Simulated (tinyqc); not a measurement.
Worked calculation: kinetics of strain relaxation and threading dislocations in mismatched semiconductor layers. Computed by tinyqc, a small Python program that keeps every step. Command: `OMP_NUM_THREADS=1 python tinyqc.py 3031259 3031260 out.jsonl threading walk`. One thread of a shared host (Intel(R) Xeon(R) Processor @ 2.30GHz), about 0.01 s of CPU time with the checks. Intermediate numbers are printed to about 7 digits and carried at full precision; extremes and crossings named in words are read from the listed rows.

60-degree dislocations on {111} planes of a (001) layer, isotropic elasticity. The Schmid factor is 1/sqrt(6), and a misfit segment relieves strain with b/2.

Inputs (values chosen for the exercise, modelled on Ge on Si):
```
quantity                                      value          unit
misfit f                                     0.0435             -
shear modulus G                                55.1           GPa
Poisson ratio nu                               0.26             -
Burgers vector b                                  4      angstrom
glide activation energy Q                      1.57            eV
velocity prefactor v0                         32000   m/s per MPa
layer thickness h                                47            nm
anneal temperature T                            556             K
anneal time t                                   860             s
initial thread density rho_0                9.9e+06        1/cm^2
multiplication constant delta                  3100           1/m
grading rate (misfit per thickness) R_f       0.013  1/micrometre
growth temperature of the buffer T_g            869             K
growth rate R_g                                0.86          nm/s
reaction radius r_A                              75            nm
final thickness of a thick uniform layer H      8.8    micrometre
aspect ratio of a trench                        1.8             -
```

Sources: fixed density of threads.

Constants: k_B = 8.617333262e-05 eV/K.

## Excess stress and glide velocity at the start

Excess resolved stress tau = (1/sqrt 6) [2 G (1 + nu)/(1 - nu)] (e - e_eq), e_eq = b (1 - nu/4) [ln(h/b) + 1]/(4 pi (1 + nu) h), the Matthews-Blakeslee strain of an uncapped layer; glide velocity v = v0 tau exp(-Q/(k_B T)), tau in MPa.

equilibrium strain e_eq = 0.002898017

excess stress tau = 3110.227 MPa

mobility v/tau = 1.879843e-10 m/s per MPa

initial velocity = 0.5846739 micrometre/s

The layer carries 15.0 times its equilibrium strain. In the anneal time a thread would run 500 micrometre at this speed. Caution: at stresses above about 1 GPa the linear velocity law understates glide, as stress lowers the kink barrier. Caution: at such misfit the layer islands and relaxes during the first nanometres, so a uniform strained start is an idealisation.

## Relaxation in the anneal

Threads run in two directions, so de/dt = -(b/4) rho v, with rho fixed. With x = e - e_eq, x0 = f - e_eq (fully strained at t = 0) and v = m S x (m the mobility, S x = tau): x = x0 exp(-t/t_r), t_r = 4/(b rho_0 m S). The half time is that at which x = x0/2.

strain left e = 0.03881514

share of the excess strain relieved = 11.53850 %

thread density = 9900000 1/cm^2

half time = 4862.099 s

Relaxation is under way. The misfit lines laid down are 0.043 micrometre apart. Caution: blocking of threads by crossing misfit lines, left out here, leaves real layers with more strain.

## Anneal temperature

The formulas are those given above.

After the time t:
```
T (K)  first velocity (micrometre/s)  relieved (%)  threads (1/cm^2)  half time (s)
511                     3.263563e-02       0.68201           9900000   8.710548e+04
529                     1.097909e-01       2.27595           9900000   2.589233e+04
550                     4.089461e-01       8.21797           9900000   6.951386e+03
567                     1.104080e+00      20.66726           9900000   2.574761e+03
587                     3.299644e+00      49.93842           9900000   8.615299e+02
600                     6.464314e+00      74.21891           9900000   4.397593e+02
619                     1.641746e+01      96.80200           9900000   1.731536e+02
650                     6.682505e+01      99.99992           9900000   4.254007e+01
```

The half time follows exp(Q/(k_B T)), a decade for each 44 K near 587 K. Relief goes from 21 % at 567 K to 74.2 % at 600 K: with a fixed density the onset is gradual, and more threads relax the layer sooner. Caution: rows with more than 50 % relieved leave out blocking by crossing misfit lines, which slows real layers.

## Graded buffer

In steady grading, strain is fed at R_f R_g and relieved at (b/4) rho v. As a glide-limited estimate, the driving stress is taken as the mean stress of the strained top zone, whose depth z solves R_f z/2 = e_eq(z), with strain R_f z at the surface; tau_g = S R_f z/2 is its mean; then rho = 4 R_f R_g/(b m tau_g), m = v0 exp(-Q/(k_B T_g)), S = (1/sqrt 6) 2 G (1 + nu)/(1 - nu), e_eq(z) = b (1 - nu/4) [ln(z/b) + 1]/(4 pi (1 + nu) z).

depth z of the strained zone = 159.3478 nm

stress tau_g = 79.34220 MPa

thread density of the buffer = 5610.809 1/cm^2

buffer thickness f/R_f = 3.346154 micrometre

Raising T_g by 50 K would lower this density by a factor 3.1: fast glide lets few threads do the work. Caution: real buffers seldom go below 1e5 /cm^2, as pile-ups and nucleation take over; this value is a lower bound.

## Thick uniform layer and trapping in a trench

A separate case, a thick relaxed layer. Pair reactions during growth: d rho/dh = -K rho^2 with K = 2 r_A tan(psi) and threads inclined by psi = 45 degrees (the <110> lines of {111} planes), so rho = 1/(K H) for a layer that starts with far more threads than that, as highly mismatched layers do. In a trench along [110] a thread on {111} rises at 54.74 degrees across the width, and leaves through the wall below the height w tan(54.74 degrees) = sqrt(2) w; the share of threads, evenly spread over the floor, that reach the top is max(0, 1 - a/sqrt 2) for the aspect ratio a.

thread density at H = 7.575758e+07 1/cm^2

share that reaches the top = 0

The trench traps all threads that cross it; those that run along it are not trapped. Thickness alone needs 670 micrometre for 1e6 /cm^2.

Checks made by the program: strain against numerical integration (relative difference below 1e-10).
